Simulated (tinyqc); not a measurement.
From the diamond lattice to a polar crystal: two-band k.p model of the X valleys of a zinc-blende crystal.

k along the valley axis, counted from X, c = hbar^2/2m0, e = c k^2/ml. H = [[e - D/2, i P k], [-i P k, e + D/2]] with P^2 = D0 c/ml, so E = e -/+ sqrt(D^2/4 + D0 e). For D = 0 (diamond lattice) the bands cross at X.

With x = D/D0: for x < 1 the minima lie at k_m = sqrt(ml D0 (1 - x^2)/(4 c)), the hump at X has the height dE = (D0/4)(1 - x)^2 and the mass at the minimum is ml/(1 - x^2); the mass at X is ml/(1 - 1/x), negative for x < 1. For x > 1 the minimum is at X.

Constants: hbar^2/2m0 = 3.80998211 eV angstrom^2.

Inputs chosen for the exercise (out of a larger set: of the order of those of GaP; not measured data): D0 = 0.375 eV (coupling energy); ml = 0.84 m0 (mass along the axis from remote bands).

D is varied at fixed D0 and ml.

Results:

| x | D (eV) | k_m (1/angstrom) | dE (meV) | mass at the minimum |
|---|---|---|---|---|
| 0.00 | 0.000 | 0.1438 | 93.75 | 0.840 |
| 0.60 | 0.225 | 0.1150 | 15.00 | 1.312 |
| 0.80 | 0.300 | 0.0863 | 3.75 | 2.333 |
| 0.90 | 0.338 | 0.0627 | 0.94 | 4.421 |
| 1.10 | 0.412 | 0.0000 | 0.00 | 9.240 |
| 1.30 | 0.487 | 0.0000 | 0.00 | 3.640 |
| 2.00 | 0.750 | 0.0000 | 0.00 | 1.680 |
| 4.00 | 1.500 | 0.0000 | 0.00 | 1.120 |

Give the missing row, x = 0.30.

Computed row:
```
x     D (eV)  k_m (1/angstrom)  dE (meV)  mass at the minimum
0.30   0.113            0.1371     45.94                0.923
```

At D = 0 the minima lie 0.1438 1/angstrom from X under a cusp of D0/4 = 94 meV, the pattern of silicon. The hump shrinks as (1 - x)^2, faster than k_m, so at x = 0.9 it is only 0.94 meV although k_m is still 44 % of its first value. The mass diverges at x = 1 from both sides (4.42 at 0.9, 9.24 at 1.1), where the band is quartic.

Computed by tinyqc, a small Python program: `OMP_NUM_THREADS=1 python tinyqc.py 1880813 1880814 out.jsonl` (the numbers bound the seed that draws the inputs); one thread of a shared host (Intel(R) Xeon(R) Processor @ 2.30GHz), about 0.01 s for the whole set of steps.
